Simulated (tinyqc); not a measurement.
CMOS latch-up, two-transistor model: two steps of the calculation.

A parasitic pnp (emitter at Vdd, base shunted by Rw) and npn (emitter at ground, base shunted by Rs) feed each other: the npn collector current flows out of the pnp base node, the pnp collector current into the npn base node. Forward-active transistors with constant gains: Icn = Isn exp(Vn/Vt), Icp = Isp (exp(Vp/Vt) - 1). A current Ii is injected into the npn base node.

Inputs (values chosen for the exercise); values close to those of bulk CMOS:
- T = 300 K (temperature)
- bn = 1.8 (current gain of the npn)
- bp = 2.6 (current gain of the pnp)
- Isn = 1.5e-15 A (saturation current of the npn at T)
- Isp = 1.3e-15 A (saturation current of the pnp at T)
- Rs = 57 ohm (substrate resistance shunting the npn)
- Rw = 1400 ohm (well resistance shunting the pnp)
- R2 = 450 ohm (resistance from the pnp collector to the npn base)
- Von = 0.75 V (base-emitter voltage in the on state)
- Vsat = 0.17 V (saturation voltage)
- Vdd = 1.8 V (supply voltage)
- Ii = 8.15 mA (current injected into the substrate)

Constants: q = 1.602176634e-19 C, kB = 1.380649e-23 J/K, Vt = kB T/q. Results are converted to the units shown.

Question 1. Holding current and voltage. On state with both base-emitter voltages at Von: npn base current Ib = (Von/Rs + bp Von/Rw)/(bn bp - 1), holding current Ih = (bn + 1) Ib + Von/Rs, holding voltage Vh = Vsat + Von + R2 (Ib + Von/Rs).

Give: bn bp; Ib; Ih; Vh.

Answer 1.

bn bp = 4.680
Ib = 3.954 mA
Ih = 24.23 mA
Vh = 8.620 V

Vh is above Vdd = 1.8 V, so the supply cannot sustain a latched state.

Question 2. The off branch. Node equations: Vp/Rw + Icp/bp = Icn and Vn/Rs + Icn/bn = Icp + Ii. Loop gain G = gn gp/[(1/Rw + gp/bp)(1/Rs + gn/bn)], gn = Icn/Vt, gp = (Icp + Isp)/Vt; the off state ends where G = 1, and Ii there is the trigger current. For each Vn: Icn, then Vp from the first equation, then Ii from the second.

Vn, point 0 to 7 (V): 0.485  0.565  0.615  0.645  0.665  0.685  0.7  0.715

Wanted: Icn; Vp; Icp; Ii; G.

Answer 2.

```
point   Icn (mA)     Vp (V)    Icp (mA)  Ii (mA)           G
0      2.1073e-4  2.9503e-4  1.4921e-14   8.5089  3.3078e-14
1      0.0046524  0.0065133  3.7248e-13   9.9149  9.2381e-13
2       0.032184   0.045057  6.1280e-12   10.807  2.7462e-11
3        0.10271    0.14379  3.3722e-10   11.373   3.6876e-9
4        0.22264    0.31169   2.2395e-7   11.790   4.6778e-6
5        0.48260    0.63844    0.069073   12.217      1.0257
6        0.86213    0.70569     0.93098   11.829      2.2859
7         1.5401    0.73267      2.6437   10.756      3.0041
```

Ii peaks at 12.22 mA, at Vn = 0.6849 V where G = 1; beyond it the loop feeds itself.

tinyqc, about 0.04 s, one thread, Intel Xeon 2.30GHz (shared host): `OMP_NUM_THREADS=1 python tinyqc.py 2670064 2670065 out.jsonl`
